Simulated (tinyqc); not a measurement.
Pariser-Parr-Pople SCF with singles CI, for the molecule c1cncc2cccc-2c1 (SMILES; centres numbered as the heavy atoms are written), step by step. One step of it, computed by the program tinyqc.

Problem. Singles CI, triplets. Over the 6 single excitations with the smallest orbital gaps: A = (e_a - e_i) delta - (ij|ab), with (pq|rs) = sum c_mp c_mq gamma_mn c_nr c_ns.

orbital energies (eV): [-15.704692, -14.009083, -12.966975, -10.429299, -9.618788, -1.989131, -1.470155, 1.944096, 2.979616, 3.459270]

coefficients:
```
          MO1        MO2        MO3        MO4        MO5        MO6        MO7        MO8
1C   0.302512   0.122574   0.551510   0.096997   0.386628  -0.030934   0.403433  -0.456840
2C   0.346202   0.348712   0.188568   0.267947   0.113751  -0.541967  -0.140856   0.542408
3N   0.495017   0.500495  -0.264617   0.146935  -0.300968   0.232852  -0.318012  -0.358790
4C   0.366460   0.120330  -0.351499  -0.267475  -0.046061   0.245059   0.593719   0.287005
5C   0.357493  -0.275883  -0.298156  -0.406665   0.295048  -0.326786   0.047875  -0.055166
6C   0.197641  -0.296815  -0.279597   0.217280   0.524526   0.087321  -0.362144  -0.201751
7C   0.147317  -0.335915  -0.137406   0.595137   0.067762   0.259040   0.110633   0.325696
8C   0.182814  -0.369574   0.049597   0.371963  -0.469130  -0.181428   0.308338  -0.232160
9C   0.326421  -0.399936   0.184643  -0.273159  -0.397003  -0.230270  -0.274741  -0.013815
10C  0.284181  -0.157534   0.494166  -0.214282   0.020231   0.568845  -0.218021   0.286487

           MO9       MO10
1C    0.182915   0.156632
2C   -0.174233  -0.010949
3N    0.151939  -0.122889
4C   -0.222430   0.331072
5C    0.242273  -0.532860
6C   -0.452888   0.296213
7C    0.549890   0.000339
8C   -0.445984  -0.297163
9C    0.230538   0.534168
10C  -0.213053  -0.324520
```

repulsion gamma_rs (eV):
```
            1C         2C         3N         4C         5C         6C         7C         8C
1C   11.130000   7.555349   5.132487   4.233612   4.233184   3.085711   2.906029   3.592968
2C    7.555349  11.130000   7.730790   5.079327   4.233299   3.049299   2.677056   3.049299
3N    5.132487   7.730790  12.300000   7.728564   5.130585   3.611338   2.915723   3.097324
4C    4.233612   5.079327   7.728564  11.130000   7.552663   5.171533   3.755187   3.732715
5C    4.233184   4.233299   5.130585   7.552663  11.130000   7.554850   5.520570   5.519866
6C    3.085711   3.049299   3.611338   5.171533   7.554850  11.130000   7.552804   5.518526
7C    2.906029   2.677056   2.915723   3.755187   5.520570   7.552804  11.130000   7.552804
8C    3.592968   3.049299   3.097324   3.732715   5.519866   5.518526   7.552804  11.130000
9C    5.078313   4.233299   4.263318   5.078555   7.553862   5.519866   5.520570   7.554850
10C   7.553271   5.079327   4.263755   4.233148   5.078555   3.732715   3.755187   5.171533

            9C        10C
1C    5.078313   7.553271
2C    4.233299   5.079327
3N    4.263318   4.263755
4C    5.078555   4.233148
5C    7.553862   5.078555
6C    5.519866   3.732715
7C    5.520570   3.755187
8C    7.554850   5.171533
9C   11.130000   7.552663
10C   7.552663  11.130000
```

Give: triplet CI matrix; triplet excitation energies.

Solution.

triplet CI matrix (eV), order 5>6, 5>7, 4>6, 4>7, 3>6, 3>7:
$$\begin{pmatrix}
2.2366 & 0.0749 & -0.0324 & -0.0164 & -0.3202 & 0.0281 \\
0.0749 & 2.5777 & -0.0164 & 0.0377 & 0.0281 & -0.0133 \\
-0.0324 & -0.0164 & 3.2201 & -0.0247 & -0.0663 & -0.1795 \\
-0.0164 & 0.0377 & -0.0247 & 3.5637 & -0.1795 & -0.2850 \\
-0.3202 & 0.0281 & -0.0663 & -0.1795 & 4.8717 & 0.0938 \\
0.0281 & -0.0133 & -0.1795 & -0.2850 & 0.0938 & 5.6981
\end{pmatrix}$$

triplet excitation energies (eV): [2.1800, 2.5910, 3.1995, 3.5186, 4.9147, 5.7642]
